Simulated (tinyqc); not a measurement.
Ferroelectric with a first-order transition, Landau-Devonshire energy: depolarisation in a thin film.

One domain with free energy u = al P^2 + be P^4 + ga P^6 - E P, al = a0 (T - T0), be < 0 < ga (P in uC/cm^2, E in kV/cm, u in mJ/cm^3). Equilibrium: E = 2 al P + 4 be P^3 + 6 ga P^5; a state is stable against small changes where dE/dP > 0. The coercive field is that of uniform switching, which real films, switching by domains, do not reach.

Imperfect screening, an effective length ls = 0.019 nm at each electrode, adds the energy ls P^2/(eps0 t), so al becomes al + ls/(eps0 t) and T0 falls by ls/(eps0 a0 t) (short-circuited film, background permittivity neglected). Ps^2 = [-be + sqrt(be^2 - 3 al ga)]/(3 ga); Pc^2 = [-3 be + sqrt(9 be^2 - 15 al ga)]/(15 ga), Ec = -E(Pc); susceptibility chi = 1/(eps0 dE/dP). TC = T0 + be^2/(4 a0 ga), where u(Ps) = u(0); T1 = T0 + be^2/(3 a0 ga), where the polar minimum disappears.

Parameters, values chosen for the exercise: slope of the quadratic coefficient a0 = 0.016 kV cm/(uC K); Curie-Weiss temperature T0 = 450 K; quartic coefficient be = -0.00073 kV cm^5/uC^3; sixth-order coefficient ga = 3e-7 kV cm^9/uC^5; temperature T = 300 K.

Constants: eps0 = 8.8541878128e-14 F/cm where lengths are in cm. Results are converted to the units shown.

Result of one run:
```
t (nm)  fall of T0 (K)  Ps (uC/cm^2)  depolarising field 2 ls Ps/(eps0 t) (kV/cm)  u(Ps) (mJ/cm^3)
75              178.82        34.533                                       197.61           20.584
```

What becomes of these results when the film thickness t is changed from 75 to 460 nm, all else the same?

Result of the changed run:
```
t (nm)  fall of T0 (K)  Ps (uC/cm^2)  depolarising field 2 ls Ps/(eps0 t) (kV/cm)  u(Ps) (mJ/cm^3)
460             29.156        49.863                                       46.521          -4709.0
```

The whole series:
```
t (nm)  fall of T0 (K)  Ps (uC/cm^2)  depolarising field 2 ls Ps/(eps0 t) (kV/cm)  u(Ps) (mJ/cm^3)
75              178.82        34.533                                       197.61           20.584
120             111.76        44.359                                       158.65          -1744.6
190             70.588        47.431                                       107.14          -3137.3
290             46.247        48.918                                       72.395          -4041.8
460             29.156        49.863                                       46.521          -4709.0
730             18.372        50.424                                       29.645          -5142.9
1200            11.176        50.785                                       18.163          -5437.8
1800            7.4510        50.968                                       12.152          -5592.0
2900            4.6247        51.105                                       7.5632          -5709.8
```

As the film thickens from 75 to 2900 nm, Ps rises from 34.5 to 51.1 uC/cm^2 (bulk 51.3) and the depolarising field falls from 198 to 7.56 kV/cm. The polar state is the lowest for t > 75.5 nm and exists at all for t > 71.7 nm.

Numbers from tinyqc (`OMP_NUM_THREADS=1 python tinyqc.py 2860049 2860050 out.jsonl`; about 0.01 s on one thread of a shared Intel Xeon 2.30GHz).
